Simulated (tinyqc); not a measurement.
FinFET, parasitic resistance, capacitance and delay: effect of the contact resistivity.

Nf fins under one contact; each has gated perimeter p = 2 Hf + Wf and cross-section A = Hf Wf; contact width Wc = Nf pf, stack height Hs = Hf. Contact length Lc = CPP - Lg - 2 Lsp, shared by two neighbouring gates. Source and drain sides are equal. The formulas are first-order estimates, not field solutions.

Epitaxy sheet resistance Rsh = re/te, transfer length LT = sqrt(rc/Rsh), contact Rc = [sqrt(rc Rsh)/Wc] coth(Lc/(2 LT)); extension of one fin Rx = rx Lsp/A. With N fins: gate Cg = Cinv p N Lg; per side, plate Cp = ks eps0 [Wc (Hs + Hc) - N A]/Lsp, top fringe Cf = (2/pi) ks eps0 Wc ln(1 + Lg/(2 Lsp)), overlap Co = Cinv p N Lov. One fin: I = p Q vx u/(1 + |u|^1.8)^(1/1.8), Q = Cinv n Vt ln(1 + exp((Vg' - VT + dl Vd')/(n Vt))), u = Vd' mu/(vx Lg), Vg' = Vgs - v, Vd' = Vds - 2 v, with the drop on each side v = Rc (sum of I) + Rx I. Ieff = [I(Vgs = Vdd, Vds = Vdd/2) + I(Vdd/2, Vdd)]/2, total currents. With Cs = Cp + Cf + Co, the load of an inverter of two such devices driving an equal one is CL = 2 (Cg + 2 Cs) + 4 Cs + Cw (own drains counted twice for the Miller effect); delay CL Vdd/(2 Ieff).

Inputs (values chosen for the exercise); values close to those of silicon logic devices: temperature T = 300 K; number of fins Nf = 3; fin height Hf = 55 nm; fin width Wf = 5 nm; fin pitch pf = 27 nm; contacted gate pitch CPP = 70 nm; gate length Lg = 20 nm; spacer length Lsp = 4 nm; relative permittivity of the spacer ks = 3.3; gate height above the channel stack Hc = 15 nm; resistivity of the source-drain epitaxy re = 0.00021 ohm cm; current-carrying depth of the epitaxy te = 25 nm; resistivity of the extension rx = 0.00054 ohm cm; gate overlap Lov = 1.5 nm; inversion capacitance Cinv = 3.2 uF/cm^2; injection velocity vx = 1.5e7 cm/s; apparent mobility mu = 140 cm^2/(V s); threshold at zero drain voltage VT = 0.28 V; barrier lowering dl = 0.03 V/V; subthreshold factor n = 1.16; wire load Cw = 0.36 fF; supply voltage Vdd = 0.8 V.

Constants: q = 1.602176634e-19 C, kB = 1.380649e-23 J/K, eps0 = 8.8541878128e-12 F/m, Vt = kB T/q. Results are converted to the units shown.

The same in every row: Rx/N (ohm) = 26.18; CL (aF) = 1232.

Effect of the contact resistivity:

| rc (ohm cm^2) | Rc (ohm) | Ieff (uA) | delay (ps) |
|---|---|---|---|
| 1e-10 | 11.81 | 450.6 | 1.094 |
| 2.1e-10 | 18.87 | 443.7 | 1.111 |
| 4.5e-10 | 33.34 | 430.0 | 1.146 |
| 9.7e-10 | 64.11 | 402.8 | 1.224 |
| 2.1e-9 | 130.6 | 352.1 | 1.400 |
| 4.4e-9 | 265.9 | 276.2 | 1.785 |
| 9.4e-9 | 559.9 | 185.6 | 2.656 |
| 2e-8 | 1183 | 110.1 | 4.479 |

As rc goes from 1e-10 to 2e-8 ohm cm^2, Ieff falls from 451 to 110 uA, CL stays at 1230 aF and the delay rises from 1.09 to 4.48 ps. Rc goes as rc^(0.63) at the start and rc^(0.99) at the end (1/2 for a long contact, 1 for a short one). For rc = 1e-10 to 2.1e-10 ohm cm^2 rc lies near or below the quantum limit of metal-silicon contacts.

Numbers from tinyqc (`OMP_NUM_THREADS=1 python tinyqc.py 2170025 2170026 out.jsonl`; about 0.03 s on one thread of a shared Intel Xeon 2.30GHz).
